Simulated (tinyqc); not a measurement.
Deep level as a short-range spherical well: one step. Thermal emission. Three cases, with inputs chosen for the exercise.

Question. Give v, Nc, e and 1/e.

Thermal emission e = sn v Nc exp(-Et/kB T), v = sqrt(6 c kB T/m)/hbar, Nc = 2 gv (m kB T/(4 pi c))^(3/2), c = hbar^2/2m0, one mass for both, degeneracy ratio 1; 1 angstrom = 1e-8 cm.

Constants: hbar^2/2m0 = 3.80998211 eV angstrom^2; kB = 8.617333262e-05 eV/K; hbar = 6.58211957e-16 eV s.

Give: v; Nc; e; 1/e.

Case 1.

Values chosen (near those of GaN; not measured data): m = 0.211 m0 (mass); gv = 1 (valleys); sn = 23 x 1e-16 cm^2 (capture cross-section); T = 150 K (temperature).

Et = 0.209413 eV

Answer.

v = 1.798 x 1e7 cm/s
Nc = 0.8599 x 1e18/cm^3
e = 3.27e+03 1/s
1/e = 0.000306 s

Case 2.

Values chosen (near those of GaAs; not measured data): m = 0.067 m0 (mass); gv = 1 (valleys); sn = 0.22 x 1e-16 cm^2 (capture cross-section); T = 250 K (temperature).

Et = 0.180609 eV

Answer.

v = 4.119 x 1e7 cm/s
Nc = 0.3311 x 1e18/cm^3
e = 6.86e+04 1/s
1/e = 1.46e-05 s

Case 3.

Values chosen (near those of Ge; not measured data): m = 0.117 m0 (mass); gv = 4 (valleys); sn = 0.28 x 1e-16 cm^2 (capture cross-section); T = 350 K (temperature).

Et = 0.188893 eV

Answer.

v = 3.688 x 1e7 cm/s
Nc = 5.062 x 1e18/cm^3
e = 9.96e+06 1/s
1/e = 1.00e-07 s

Computed by tinyqc, one run a case: `OMP_NUM_THREADS=1 python tinyqc.py N N+1 out.jsonl` with N = 1250520, 1250622, 1250757; one thread of a shared Intel(R) Xeon(R) Processor @ 2.30GHz, about 0.01 s a run at most.
